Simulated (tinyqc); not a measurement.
# From one set of inputs to another, one input at a time

Model: current of a Schottky diode by thermionic-emission-diffusion theory, and its read-back from I-V-T and C-V data. Computed by tinyqc, a small Python program. Command: `OMP_NUM_THREADS=1 python tinyqc.py 3009929 3009930 out.jsonl schottky ladder`. One thread of a shared host (Intel(R) Xeon(R) Processor @ 2.30GHz), about 0.01 s of CPU time with the checks.

Full ionisation, no tunnelling, no recombination current. V is the voltage across the junction itself, forward positive.

The inputs printed are set A. Set A is modelled on n-type amorphous oxide; the values taken over come from a set modelled on n-type 4H-SiC. Inputs not listed in the table keep their values of set A, so the rows need not describe a real material.

Inputs (values chosen for the exercise, modelled on n-type amorphous oxide):

| quantity | value | unit |
|---|---|---|
| Richardson constant A* | 41.2 | A/(cm^2 K^2) |
| effective density of states at 300 K, N_c | 4.8e+18 | 1/cm^3 |
| permittivity eps | 10 | - |
| mobility mu | 10 | cm^2/(V s) |
| barrier without image force phi_0 (mean) | 0.857 | eV |
| doping N | 9.1e+15 | 1/cm^3 |
| series resistance R_s | 14 | milliohm cm^2 |
| junction voltage V | 0.28 | V |
| temperature T | 300 | K |
| standard deviation sigma | 49 | meV |
| relative change of sigma^2 with bias, rho | 0.33 | 1/V |

Barrier: Gaussian spread of heights.

Constants: k_B = 8.617333262e-05 eV/K; e = 1.602176634e-19 C; eps_0 = 8.8541878128e-12 F/m.

Method:
- N_c(T) = N_c (T/300 K)^(3/2); V_bi = phi_0 - (k_B T/e) ln(N_c(T)/N); surface field F = sqrt(2 e N (V_bi - V - k_B T/e)/(eps eps_0)); image lowering d_phi = sqrt(e F/(4 pi eps eps_0)); effective barrier phi = phi_0 - d_phi - sigma^2 (1 - rho V)/(2 k_B T).
- Collection velocity v_R = A* T^2/(e N_c(T)); diffusion velocity v_D = mu F; J = e N_c(T) v_R/(1 + v_R/v_D) exp(-phi/k_B T) [exp(e V/k_B T) - 1].
- Terminal voltage V + J R_s.
- Ideality n = (e/k_B T)/(d ln J/dV) by a central difference of +/- 1 mV; J_0 = J exp(-e V/(n k_B T)); apparent barrier phi_IV = k_B T ln(A* T^2/J_0); a C-V plot gives phi_CV = phi_0, the mean without lowering.

Each row keeps all changes above it:

| input moved | from | to | current density J (A/cm^2) | ideality factor n | apparent barrier phi_IV (eV) |
|---|---|---|---|---|---|
| set A | - | - | 6.3820e-04 | 1.0648 | 0.8442 |
| temperature T (K) | 300 | 200 | 6.6467e-08 | 1.0557 | 0.7968 |
| junction voltage V (V) | 0.28 | 0.38 | 1.5879e-05 | 1.0641 | 0.7943 |
| barrier without image force phi_0 (mean) (eV) | 0.857 | 1.17 | 3.3953e-13 | 1.0461 | 1.1048 |
| doping N (1/cm^3) | 9.1e+15 | 9e+15 | 3.3638e-13 | 1.0460 | 1.1050 |
| permittivity eps | 10 | 9.7 | 3.5307e-13 | 1.0463 | 1.1041 |
| Richardson constant A* (A/(cm^2 K^2)) | 41.2 | 149 | 3.8296e-13 | 1.0473 | 1.1245 |
| mobility mu (cm^2/(V s)) | 10 | 720 | 8.3622e-12 | 1.0380 | 1.0746 |

Where does the difference come from?

Current density J goes from 6.38e-4 to 8.36e-12, a factor 1.31e-8 in all. The largest single move comes from barrier without image force phi_0 (mean) (a factor 2.14e-8), and junction voltage V works against it (a factor 239). Ideality factor n goes from 1.06 to 1.04, a factor 0.9748 in all. The largest single move comes from barrier without image force phi_0 (mean) (a factor 0.9830), and junction voltage V works against it (a factor 1.008). Apparent barrier phi_IV goes from 0.844 to 1.07, a factor 1.27 in all. The largest single move comes from barrier without image force phi_0 (mean) (a factor 1.39), and temperature T works against it (a factor 0.944). The single moves hold for this order of the switches; the total does not depend on the order.

Caution (rows barrier without image force phi_0 (mean), doping N, permittivity eps, Richardson constant A*): leakage and recombination would swamp a current this small.

Extremes, crossings and ranges named in words are read from the listed rows.
